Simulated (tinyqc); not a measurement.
Inside a calculation (part 2 of 2). Method: G0W0 on RHF in the sto-3g basis, for BeH2, spin multiplicity 1. Computed by tinyqc, a small Python program that keeps every step (integrals from PySCF). Command: `OMP_NUM_THREADS=1 python tinyqc.py 28263 28264 out.jsonl` (the two numbers bound the seeds that draw the settings). One thread of a shared host (Intel(R) Xeon(R) Processor @ 2.60GHz), about 0.07 s of CPU time with the checks.

Geometry (angstrom):
```
atom         x          y         z
Be    0.000000   0.000000  0.000000
H     0.000000   1.450000  0.133000
H     0.000000  -1.450000  0.133000
```

## Screening: direct RPA

orbital energies (hartree): MO1 -4.526446, MO2 -0.435945, MO3 -0.395100, MO4 0.209341, MO5 0.213674, MO6 0.412305, MO7 0.795822

Two-electron integrals over orbitals (pq|rs), unique and non-zero (hartree):
```
(11|11) 2.271676    (21|11) -0.191098   (21|21) 0.024756    (22|11) 0.470380
(22|21) -0.006029   (22|22) 0.385633    (31|31) 0.005423    (32|31) 0.012265
(32|32) 0.161266    (33|11) 0.436892    (33|21) -0.002518   (33|22) 0.397907
(33|33) 0.421003    (41|11) 0.038597    (41|21) -0.004622   (41|22) 0.003004
(41|33) 0.001712    (41|41) 0.016230    (42|11) -0.017770   (42|21) 0.001487
(42|22) 0.008759    (42|33) 0.009586    (42|41) 0.014368    (42|42) 0.048323
(43|31) -0.000120   (43|32) 0.012196    (43|43) 0.014878    (44|11) 0.566575
(44|21) -0.007737   (44|22) 0.358719    (44|33) 0.344546    (44|41) -0.004862
(44|42) -0.024521   (44|44) 0.452559    (51|51) 0.015759    (52|51) 0.015049
(52|52) 0.048133    (53|53) 0.013424    (54|51) -0.003188   (54|52) -0.008442
(54|54) 0.025451    (55|11) 0.569180    (55|21) -0.007551   (55|22) 0.360447
(55|33) 0.344927    (55|41) 0.001269    (55|42) -0.008522   (55|44) 0.400429
(55|55) 0.449859    (61|11) -0.185853   (61|21) 0.024735    (61|22) -0.005828
(61|33) -0.003159   (61|41) -0.002016   (61|42) 0.003648    (61|44) -0.006456
(61|55) -0.005202   (61|61) 0.025298    (62|11) 0.125165    (62|21) -0.006120
(62|22) -0.017652   (62|33) -0.042357   (62|41) 0.003558    (62|42) -0.003648
(62|44) 0.055814    (62|55) 0.060387    (62|61) -0.004154   (62|62) 0.080247
(63|31) -0.001288   (63|32) -0.092019   (63|43) -0.010128   (63|63) 0.083671
(64|11) 0.017001    (64|21) 0.000336    (64|22) 0.002626    (64|33) -0.003290
(64|41) 0.014768    (64|42) 0.040966    (64|44) -0.003409   (64|55) 0.006521
(64|61) 0.003067    (64|62) 0.019734    (64|64) 0.045450    (65|51) 0.016029
(65|52) 0.046239    (65|54) -0.005529   (65|65) 0.049079    (66|11) 0.471517
(66|21) -0.006558   (66|22) 0.387774    (66|33) 0.397395    (66|41) 0.007709
(66|42) 0.023049    (66|44) 0.354867    (66|55) 0.360650    (66|61) -0.005058
(66|62) -0.025374   (66|64) 0.014091    (66|66) 0.409213    (71|31) 0.010223
(71|32) 0.018856    (71|43) -0.000561   (71|63) -0.000742   (71|71) 0.019515
(72|31) 0.004124    (72|32) -0.041467   (72|43) -0.010633   (72|63) 0.061004
(72|71) 0.007938    (72|72) 0.056821    (73|11) 0.145850    (73|21) -0.004459
(73|22) -0.002400   (73|33) -0.018876   (73|41) -0.000209   (73|42) -0.014987
(73|44) 0.064946    (73|55) 0.065387    (73|61) -0.003629   (73|62) 0.074590
(73|64) 0.008848    (73|66) -0.022585   (73|73) 0.085149    (74|31) -0.002398
(74|32) -0.025045   (74|43) 0.011626    (74|63) 0.015219    (74|71) -0.004063
(74|72) 0.004284    (74|74) 0.020996    (75|53) 0.013473    (75|75) 0.016769
(76|31) 0.010116    (76|32) 0.138664    (76|43) 0.013507    (76|63) -0.090839
(76|71) 0.015910    (76|72) -0.050908   (76|74) -0.021333   (76|76) 0.134168
(77|11) 0.559316    (77|21) -0.008145   (77|22) 0.411961    (77|33) 0.429431
(77|41) 0.001109    (77|42) 0.002013    (77|44) 0.384619    (77|55) 0.383431
(77|61) -0.008039   (77|62) -0.026074   (77|64) -0.005546   (77|66) 0.420609
(77|73) -0.002042   (77|77) 0.468439
```

With D = e_a - e_i and K = (ia|jb): diagonalise D^(1/2) (D + 4K) D^(1/2) = Z w^2 Z^T; X + Y = D^(1/2) Z w^(-1/2), each column of Z with its largest component positive (the first on a tie); E_c = (sum w - tr (D + 2K)) / 2.

D^(1/2) (D + 4K) D^(1/2) (hartree^2):
```
           1>4        1>5        1>6        1>7        2>4       2>5        2>6        2>7
1>4  22.735130   0.000000  -0.038991   0.000000   0.100465  0.000000   0.028527   0.000000
1>5   0.000000  22.767521   0.000000   0.000000   0.000000  0.105633   0.000000   0.000000
1>6  -0.038991   0.000000  24.891005   0.000000   0.026052  0.000000  -0.034009   0.000000
1>7   0.000000   0.000000   0.000000  28.741981   0.000000  0.000000   0.000000   0.081294
2>4   0.100465   0.000000   0.026052   0.000000   0.541123  0.000000  -0.010797   0.000000
2>5   0.000000   0.105633   0.000000   0.000000   0.000000  0.547076   0.000000   0.000000
2>6   0.028527   0.000000  -0.034009   0.000000  -0.010797  0.000000   0.991806   0.000000
2>7   0.000000   0.000000   0.000000   0.081294   0.000000  0.000000   0.000000   1.797207
3>4   0.000000   0.000000   0.000000  -0.004025   0.000000  0.000000   0.000000  -0.036701
3>5   0.000000   0.000000   0.000000   0.000000   0.000000  0.000000   0.000000   0.000000
3>6   0.000000   0.000000   0.000000  -0.006151   0.000000  0.000000   0.000000   0.243348
3>7  -0.001983   0.000000  -0.035203   0.000000  -0.052552  0.000000   0.299878   0.000000

           3>4       3>5        3>6        3>7
1>4   0.000000  0.000000   0.000000  -0.001983
1>5   0.000000  0.000000   0.000000   0.000000
1>6   0.000000  0.000000   0.000000  -0.035203
1>7  -0.004025  0.000000  -0.006151   0.000000
2>4   0.000000  0.000000   0.000000  -0.052552
2>5   0.000000  0.000000   0.000000   0.000000
2>6   0.000000  0.000000   0.000000   0.299878
2>7  -0.036701  0.000000   0.243348   0.000000
3>4   0.401322  0.000000  -0.028300   0.000000
3>5   0.000000  0.403295   0.000000   0.000000
3>6  -0.028300  0.000000   0.922127   0.000000
3>7   0.000000  0.000000   0.000000   1.823919
```

excitation energies w (hartree): 0.631948  0.635055  0.733819  0.739306  0.927201  0.946064  1.364313  1.386613  4.768115  4.771585  4.989172  5.361178

X + Y:
```
            1         2          3          4          5          6          7          8
1>4  0.000000  0.000000  -0.011472   0.000000   0.000000  -0.003006   0.000000  -0.000259
1>5  0.000000  0.000000   0.000000  -0.012037   0.000000   0.000000   0.000000   0.000000
1>6  0.000000  0.000000  -0.002648   0.000000   0.000000   0.002010   0.000000   0.003690
1>7  0.000288  0.000000   0.000000   0.000000   0.002262   0.000000  -0.005673   0.000000
2>4  0.000000  0.000000   0.936909   0.000000   0.000000   0.013325   0.000000  -0.026295
2>5  0.000000  0.000000   0.000000   0.937372   0.000000   0.000000   0.000000   0.000000
2>6  0.000000  0.000000  -0.003807   0.000000   0.000000   0.901242   0.000000   0.239907
2>7  0.025530  0.000000   0.000000   0.000000  -0.291113   0.000000   0.919207   0.000000
3>4  0.976816  0.000000   0.000000   0.000000  -0.031871   0.000000  -0.019426   0.000000
3>5  0.000000  0.979089   0.000000   0.000000   0.000000   0.000000   0.000000   0.000000
3>6  0.051496  0.000000   0.000000   0.000000   0.902159   0.000000   0.193512   0.000000
3>7  0.000000  0.000000   0.053044   0.000000   0.000000  -0.343693   0.000000   0.881354

             9        10         11         12
1>4   0.996431  0.000000  -0.017583   0.000000
1>5   0.000000  0.996686   0.000000   0.000000
1>6   0.018364  0.000000   0.994769   0.000000
1>7   0.000000  0.000000   0.000000   0.996360
2>4   0.001673  0.000000   0.000359   0.000000
2>5   0.000000  0.001754   0.000000   0.000000
2>6   0.000540  0.000000  -0.000604   0.000000
2>7   0.000000  0.000000   0.000000   0.001445
3>4   0.000000  0.000000   0.000000  -0.000049
3>5   0.000000  0.000000   0.000000   0.000000
3>6   0.000000  0.000000   0.000000  -0.000076
3>7  -0.000059  0.000000  -0.000755   0.000000
```

RPA correlation energy = -0.04195574 hartree

## G0W0 on Hartree-Fock: HOMO

W(p,q,m) = sqrt2 sum_ia (pq|ia) (X+Y)_ia,m; Sigma_c(x) = sum_(i,m) W^2/(x - e_i + w_m) + sum_(a,m) W^2/(x - e_a - w_m); solve x = e_p + Sigma_c(x) by Newton steps; Z = 1/(1 - dSigma/dx); 1 hartree = 27.211386 eV.

The 12 largest terms at x = e_p (hartree; W for the signs of X + Y given):
```
q  m          W       term
2  5  -0.100820   0.010500
7  8   0.131977  -0.006758
6  7   0.102485  -0.004836
2  7  -0.079575   0.004506
6  5   0.082090  -0.003885
3  6  -0.044647   0.002107
7  6   0.053390  -0.001334
3  8  -0.038272   0.001056
4  1   0.019431  -0.000305
5  2   0.018588  -0.000278
3  3   0.011497   0.000180
4  7  -0.016999  -0.000147
```

Newton steps (hartree):
```
step          x  Sigma_c(x)         Z
0     -0.395100    0.000900  0.974807
1     -0.394223    0.000877  0.974828
2     -0.394223    0.000877  0.974828
```

quasiparticle energy of the HOMO = -10.727364 eV

Hartree-Fock value = -10.751230 eV

## G0W0 on Hartree-Fock: LUMO

As before.

The 12 largest terms at x = e_p (hartree; W for the signs of X + Y given):
```
q  m          W       term
4  8   0.100766  -0.007323
6  3   0.054587  -0.003181
2  3   0.062676   0.002848
4  6   0.039111  -0.001617
4  3  -0.027816  -0.001054
6  6   0.021569  -0.000405
3  1   0.019431   0.000305
7  1   0.017322  -0.000246
2  8  -0.021701   0.000232
7  5   0.017117  -0.000194
5  4  -0.011136  -0.000167
6  8   0.016211  -0.000165
```

Newton steps (hartree):
```
step         x  Sigma_c(x)         Z
0     0.209341   -0.010724  0.984778
1     0.198780   -0.010562  0.984985
2     0.198779   -0.010562  0.984985
```

quasiparticle energy of the LUMO = 5.409056 eV

Hartree-Fock value = 5.696468 eV
